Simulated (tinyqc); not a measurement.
p-type polysilicon, carrier trapping at grain boundaries: two steps of the calculation.

One-dimensional grains of size Lg, uniform ionised doping N, monovalent traps Qt at each boundary at a depth Et below (for electrons) or above (for holes) the band edge there, abrupt depletion of width W on each side of a boundary, Boltzmann statistics. xi is the distance from the band edge at the grain centre to the Fermi level. Trapped charge Qt/(1 + exp((xi + VB - Et)/Vt)) = 2 N W, barrier VB = q N W^2/(2 eps0 eps_r).

Inputs (values chosen for the exercise); values of the order met in polycrystalline silicon:

| symbol | value | unit | meaning |
|---|---|---|---|
| T | 300 | K | temperature |
| eps_r | 11.7 |  | relative permittivity |
| NB | 2.65e19 | cm^-3 | valence-band density of states at T |
| Lg | 26 | nm | grain size |
| Qt | 1.2e12 | cm^-2 | trap density of a grain boundary |
| Et | 0.41 | eV | depth of the trap level from the majority band edge at the boundary |
| ms | 0.55 | m0 | mass for thermionic emission |
| fe | 0.25 |  | correction factor of the emission rate |
| mug | 79 | cm^2/(V s) | mobility inside the grains |
| N | 2.1e17 | cm^-3 | doping |

Constants: q = 1.602176634e-19 C, kB = 1.380649e-23 J/K, m0 = 9.1093837015e-31 kg, Vt = kB T/q, eps0 = 8.8541878128e-14 F/cm where lengths are in cm. Results are converted to the units shown.

Problem 1. Depletion width, Fermi level and barrier. If the trap equation with xi = Vt ln(NB/N) has a root W < Lg/2, the grain is partly depleted; otherwise W = Lg/2 and the trap equation gives xi = Et - VB + Vt ln(Qt/(N Lg) - 1). N* = Qt/Lg.

Wanted: N*; W; xi; VB; share of traps filled.

Solution 1.

N* = 4.6154e17 cm^-3
W = 13.000 nm
xi = 0.38722 V
VB = 0.027444 V
share of traps filled = 0.45500

N is 0.455 N*, and the grain is fully depleted; VB = 1.06 Vt.

Problem 2. Resistivity and effective mobility. n0 = NB exp(-xi/Vt); mean density n0 (1 - 2 W/Lg) by charge balance in a partly depleted grain, and n0 (sqrt(pi)/2) erf(u)/u with u = sqrt(VB/Vt) in a fully depleted one; v = sqrt(kB T/(2 pi ms m0)); barrier resistivity Vt exp(VB/Vt)/(q fe n0 v Lg); grain resistivity (1 - 2 W/Lg)/(q n0 mug); effective mobility 1/(q mean density total resistivity).

W = 13 nm
xi = 0.38722171 V
VB = 0.027444278 V

Give: n0; mean density; v; barrier resistivity; grain resistivity; resistivity; effective mobility.

Solution 2.

n0 = 8.2834e12 cm^-3
mean density = 6.0911e12 cm^-3
v = 3.6273e6 cm/s
barrier resistivity = 23885 ohm cm
grain resistivity = 0.0000 ohm cm
resistivity = 23885 ohm cm
effective mobility = 42.902 cm^2/(V s)

The resistivity is 63500 times that of a single crystal with the same N and mobility mug, and the mean density is 0.00290 % of N.

tinyqc, about 0.01 s, one thread, Intel Xeon 2.30GHz (shared host): `OMP_NUM_THREADS=1 python tinyqc.py 2830236 2830237 out.jsonl`
